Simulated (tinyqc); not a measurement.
Extended Hueckel theory, for H6-, step by step. The parameters take no account of the charge, which enters only through the electron count, and nothing here shows that the anion is bound. One step of it, computed by the program tinyqc.

Task: Mulliken analysis. P = C n C^T; charge = valence electrons (H 1) minus the sum of (P S)_ii on the atom; overlap population = 2 sum P_ij S_ij between two atoms.

coefficients, order 1H 1s, 2H 1s, 3H 1s, 4H 1s, 5H 1s, 6H 1s:
$$\begin{pmatrix}
0.200093 & 0.376201 & 0.436560 & 0.621428 & -0.716552 & -0.471762 \\
0.284044 & 0.393293 & 0.228874 & -0.412873 & 0.851190 & 0.769116 \\
0.355893 & 0.121443 & -0.428188 & -0.590989 & -0.278256 & -1.032405 \\
0.356013 & -0.120583 & -0.428272 & 0.591947 & -0.273767 & 1.033125 \\
0.284476 & -0.393033 & 0.228609 & 0.410752 & 0.850903 & -0.771871 \\
0.200598 & -0.376231 & 0.436007 & -0.619799 & -0.717683 & 0.474243
\end{pmatrix}$$

occupations: [2.000000, 2.000000, 2.000000, 1.000000, 0.000000, 0.000000]

overlap S, order 1H 1s, 2H 1s, 3H 1s, 4H 1s, 5H 1s, 6H 1s:
$$\begin{pmatrix}
1.000000 & 0.560167 & 0.102045 & 0.021878 & 0.002170 & 0.000319 \\
0.560167 & 1.000000 & 0.385120 & 0.102045 & 0.012425 & 0.002175 \\
0.102045 & 0.385120 & 1.000000 & 0.560167 & 0.102045 & 0.021920 \\
0.021878 & 0.102045 & 0.560167 & 1.000000 & 0.385120 & 0.102220 \\
0.002170 & 0.012425 & 0.102045 & 0.385120 & 1.000000 & 0.560820 \\
0.000319 & 0.002175 & 0.021920 & 0.102220 & 0.560820 & 1.000000
\end{pmatrix}$$

Give: charges; Overlap populations.

Result:

charges: 1H -0.278, 2H -0.041, 3H -0.182, 4H -0.183, 5H -0.040, 6H -0.277

Overlap populations:
```
pair      value
2-1    0.395308
3-1   -0.103539
3-2    0.266276
4-1    0.001998
4-2   -0.067971
4-3    0.270049
5-1    0.001185
5-2   -0.005280
5-3   -0.067656
5-4    0.265478
6-1   -0.000132
6-2    0.001190
6-3    0.001943
6-4   -0.103606
6-5    0.397779
```
